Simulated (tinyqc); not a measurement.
Implanted layer, carriers, mobility and sheet resistance with incomplete ionisation: effect of the peak chemical concentration.

An n-type layer from the surface x = 0 to the junction xj, N(x) = N0 exp(-(x - Rp)^2/(2 sg^2)). Local neutrality (no depletion at surface or junction, no spilling of carriers), intrinsic carriers neglected, Boltzmann statistics.

xj = Rp + sg sqrt(2 ln(N0/Nb)). Active dopant A = min(N, Ns); n solves n (n + Nb)/(A - Nb - n) = K, K = (NB/gd) exp(-E/Vt), E = max(Ei - ks A^(1/3), 0), so n = 2 K (A - Nb)/[Nb + K + sqrt((Nb + K)^2 + 4 K (A - Nb))]; mobility mu = m1 + (m2 (T/300 K)^(-bt) - m1)/(1 + ((A + Nb)/Nr)^am). Dose = integral of N, carrier sheet density = integral of n, 1/Rs = q integral of n mu, mean mobility 1/(q Rs sheet density), Hall mobility (unit Hall factor) = integral of n mu^2 over integral of n mu, Hall sheet density = (integral of n mu)^2/integral of n mu^2; all from 0 to xj. Integrals on 4000 steps.

Values chosen for this exercise; values close to those of arsenic in silicon over a p-type background:
- T = 250 K (temperature)
- Nb = 1.7e15 cm^-3 (background doping of the opposite type)
- m1 = 52.5 cm^2/(V s) (mobility limit at high doping)
- m2 = 1380 cm^2/(V s) (mobility limit at low doping, at 300 K)
- Nr = 9.74e16 cm^-3 (reference doping of the mobility law)
- am = 0.667 (exponent of the mobility law)
- bt = 2.1 (temperature exponent of m2)
- Ns = 2e20 cm^-3 (solubility limit of active dopant)
- NB = 2.16e19 cm^-3 (conduction-band density of states at T)
- Ei = 0.052 eV (ionisation energy in the dilute limit)
- gd = 2 (degeneracy factor of the level)
- ks = 0 eV cm (lowering of Ei per N^(1/3))
- sg = 92 nm (straggle after annealing)
- Rp = 81 nm (projected range)

Constants: q = 1.602176634e-19 C, kB = 1.380649e-23 J/K, Vt = kB T/q. Results are converted to the units shown.

Effect of the peak chemical concentration:
```
N0 (cm^-3),xj (nm),dose (cm^-2),carriers (cm^-2),Rs (ohm/square),mean mobility (cm^2/(V s)),Rs xj (ohm nm),Hall/true sheet density
1.7e16,278.4,3.116e11,2.605e11,1.517e4,1579,4.223e6,0.9987
3.2e16,303.9,5.926e11,5.273e11,8216,1441,2.497e6,0.9965
6.2e16,327.7,1.154e12,1.048e12,4713,1264,1.545e6,0.9915
1.2e17,349.4,2.239e12,2.002e12,2922,1067,1.021e6,0.9819
2.3e17,369.2,4.295e12,3.656e12,1963,869.8,7.246e5,0.9655
4.3e17,387.0,8.035e12,6.299e12,1430,692.8,5.535e5,0.9410
8.2e17,404.4,1.533e13,1.062e13,1098,535.2,4.440e5,0.9052
1.6e18,421.5,2.991e13,1.753e13,881.7,403.9,3.716e5,0.8574
3e18,436.7,5.608e13,2.715e13,744.3,308.8,3.251e5,0.8057
```

As N0 goes from 1.7e16 to 3e18, xj rises from 278 to 437 nm, Rs falls from 15200 to 744 ohm/square, the mean mobility falls from 1580 to 309 cm^2/(V s) and the share of the dose that conducts goes from 83.6 through a maximum of 90.8 (at N0 = 6.2e16 among the rows listed) to 48.4 %. Rs goes as dose^(-0.95) at the low end and dose^(-0.27) at the high end; constant mobility and activation would give -1.

Numbers from tinyqc (`OMP_NUM_THREADS=1 python tinyqc.py 2110055 2110056 out.jsonl`; about 0.01 s on one thread of a shared Intel Xeon 2.30GHz).
